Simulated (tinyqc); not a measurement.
# Long-channel MOSFET, surface-potential model: effect of the temperature

n-channel transistor on a uniformly doped p-type body, gradual-channel approximation, constant mobility, Boltzmann statistics, full ionisation. Potentials are counted from the neutral body; V is the electron quasi-Fermi potential, Vsb at the source and Vsb + Vds at the drain. Charges are magnitudes per area.

Nc and Nv are given at 300 K and scale as (T/300 K)^1.5; Eg, Vfb and mu are held fixed. ni = sqrt(Nc Nv) exp(-Eg/(2 Vt)), Eg in volts; phiF = Vt ln(Na/ni); Cox = eps0 eox/tox; gamma = sqrt(2 q eps0 eps_r Na)/Cox. The surface potential psi at channel potential V solves Vgs + Vsb - Vfb - psi = gamma sqrt(G), G = psi - Vt + Vt exp((psi - 2 phiF - V)/Vt). Charge sheet: Qi = Cox gamma [sqrt(G) - sqrt(psi - Vt)]; I = mu (W/L) [integral of Qi dpsi from psi_0 to psi_L (drift) + Vt (Qi0 - QiL) (diffusion)], with psi_0 at V = Vsb and psi_L at V = Vsb + Vds. VT = Vfb + 2 phiF + gamma sqrt(2 phiF + Vsb), m = 1 + gamma/(2 sqrt(2 phiF + Vsb)). The swing is 20 mV/log10[I(VT - 0.14 V)/I(VT - 0.16 V)] of the charge-sheet current at the given Vds.

Parameters, values chosen for the exercise; material values close to those of gallium arsenide: band gap Eg = 1.4 eV; relative permittivity of the semiconductor eps_r = 13; conduction-band density of states at the reference temperature Nc = 4.37e17 cm^-3; valence-band density of states at the reference temperature Nv = 9.13e18 cm^-3; acceptor density of the body Na = 1.6e17 cm^-3; relative permittivity of the gate insulator eox = 3.82; insulator thickness tox = 4.2 nm; flat-band voltage Vfb = -0.91 V; channel mobility mu = 380 cm^2/(V s); gate width W = 10 um; gate length L = 5 um; source-body reverse bias Vsb = 0 V; gate-source voltage Vgs = 0.58 V; drain-source voltage Vds = 0.1 V.

Constants: q = 1.602176634e-19 C, kB = 1.380649e-23 J/K, Vt = kB T/q, eps0 = 8.8541878128e-14 F/cm where lengths are in cm. Results are converted to the units shown.

The same in every row: gamma (V^0.5) = 0.3017.

Result of one run:

| T (K) | VT (V) | m | swing (mV/decade) | I at Vgs, Vds (uA) |
|---|---|---|---|---|
| 340 | 0.6671 | 1.135 | 78.37 | 0.005915 |

What becomes of these results when the temperature T is changed from 340 to 250 K, all else the same?

Result of the changed run:

| T (K) | VT (V) | m | swing (mV/decade) | I at Vgs, Vds (uA) |
|---|---|---|---|---|
| 250 | 0.7374 | 1.132 | 57.12 | 7.225e-5 |

The whole series:

| T (K) | VT (V) | m | swing (mV/decade) | I at Vgs, Vds (uA) |
|---|---|---|---|---|
| 220 | 0.7588 | 1.131 | 50.14 | 8.617e-6 |
| 250 | 0.7374 | 1.132 | 57.12 | 7.225e-5 |
| 280 | 0.7149 | 1.133 | 64.15 | 4.085e-4 |
| 310 | 0.6914 | 1.134 | 71.23 | 0.001733 |
| 340 | 0.6671 | 1.135 | 78.37 | 0.005915 |
| 370 | 0.6420 | 1.137 | 85.57 | 0.01701 |
| 400 | 0.6161 | 1.138 | 92.86 | 0.04251 |
| 430 | 0.5896 | 1.139 | 100.2 | 0.09429 |

As T goes from 220 to 430 K, VT falls from 0.759 to 0.590 V, the swing rises from 50.1 to 100 mV a decade and the current rises from 8.62e-6 to 0.0943 uA. The swing is 1.5 % above m Vt ln 10 in the first row and 3.1 % above it in the last. The gate voltage is below VT in 8 of the 8 rows. In every row the mobility is held fixed, though a real channel mobility changes with T and would alter the trend of the current.

tinyqc, about 0.07 s, one thread, Intel Xeon 2.30GHz (shared host): `OMP_NUM_THREADS=1 python tinyqc.py 2360146 2360147 out.jsonl`
